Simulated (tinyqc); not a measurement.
A spin-degenerate level with charging energy between two leads, rate equations: one step of the calculation.

States 0, up, down and 2 with energies 0, e1 - Ez/2, e1 + Ez/2 and 2 e1 + U. mu_L = +V/2, mu_R = -V/2 (meV), f(x) = 1/(1 + exp(x/kB T)). A transition that adds one electron of given spin at the energy E has the rate G f(E - mu) from each lead, and its reverse G [1 - f(E - mu)]. I counts electrons leaving the left lead, times q.

Question. Steady state and current. Steady state: W p = 0 with sum p = 1. I = q GL sum over transitions i-j of [fL p_i - (1 - fL) p_j].

Inputs (values chosen for the exercise): tunnel rate to the left lead GL = 0.17 1/ns; tunnel rate to the right lead GR = 0.44 1/ns.

Constants: q = 1.602176634e-19 C. Results are converted to the units shown.

W (1/ns):
```
               0          up        down           2
0     -1.0066253   0.0052021   0.2081726   0.0000000
up     0.6047979  -0.0052025   0.0000000   0.6099997
down   0.4018274   0.0000000  -0.2081983   0.6099743
2      0.0000000   0.0000003   0.0000257  -1.2199740
```

fL, transition 0-up to down-2: 0.99999722  0.99979122  0.00000201  0.00015104

Find: p; mean number of electrons; I.

Answer.

p: 0 0.0084, up 0.9754, down 0.0162, 2 0.0000
mean number of electrons = 0.9916
I = 0.4569 pA

In units of q GL GR/(GL + GR) = 19.6 pA the current is 0.0233; two independent spin channels fully inside the bias window would give 2.

Range of the model: Rate equations need hbar G well below kB T; cotunnelling and the Kondo effect are left out.

Computed by the program tinyqc: `OMP_NUM_THREADS=1 python tinyqc.py 2780102 2780103 out.jsonl`, one thread of a shared Intel Xeon 2.30GHz, about 0.01 s for the whole run.
